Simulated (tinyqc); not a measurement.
Band bending at a free surface with a continuum of surface states, surface photovoltage and Kelvin probe: two steps of the calculation.

n-type bulk, xi = Ec - EF = Vt ln(Nc/Nd), p0 = ni^2/Nd, ni = sqrt(Nc Nv) exp(-Eg/(2 Vt)), Eg in volts. b is the upward band bending, u = b/Vt. Space charge per area, in units of q: Qc = sign(b) sqrt((2 eps0 eps_r Vt/q) [(Nd + dn)(exp(-u) - 1) + Nd u + (p0 + dn)(exp(u) - 1)]), with dn the excess density under light (flat quasi-Fermi levels; 0 in the dark). The states hold -Ds (E0 - xi - b): negative while the Fermi level lies above the neutrality level. Neutrality: Qc + Qf + (charge of the states) = 0.

Inputs (values chosen for the exercise); band and dielectric values close to those of germanium:
- T = 300 K (temperature)
- Eg = 0.672 eV (band gap)
- eps_r = 16.2 (relative permittivity)
- Nc = 1.06e19 cm^-3 (conduction-band density of states at T)
- Nv = 5.96e18 cm^-3 (valence-band density of states at T)
- chi = 3.98 eV (electron affinity)
- Nd = 5.3e17 cm^-3 (donor density)
- Qf = 0 cm^-2 (fixed positive charge at the surface)
- Ds = 1.4e14 cm^-2 eV^-1 (density of surface states)
- E0 = 0.25 eV (depth of their neutrality level below the conduction edge)

Constants: q = 1.602176634e-19 C, kB = 1.380649e-23 J/K, Vt = kB T/q, eps0 = 8.8541878128e-14 F/cm where lengths are in cm. Results are converted to the units shown.

Problem 1. Bulk quantities. xi, ni, p0, the Debye length sqrt(eps0 eps_r Vt/(q Nd)) and the flat-band work function chi + xi.

Wanted: xi; ni; p0; Debye length; chi + xi.

Solution 1.

xi = 0.07745 eV
ni = 1.802e13 cm^-3
p0 = 6.126e8 cm^-3
Debye length = 6.608 nm
chi + xi = 4.057 eV

Problem 2. Band bending in the dark. Fixed-point step: b(new) = E0 - xi - (Qc(b) + Qf)/Ds.

b at the start = 0.14 V

Give: b after iteration 1.

Solution 2.

b after iteration 1 = 0.16512 V

Program tinyqc, `OMP_NUM_THREADS=1 python tinyqc.py 2430130 2430131 out.jsonl`; Intel Xeon 2.30GHz, shared host, one thread, about 0.01 s.
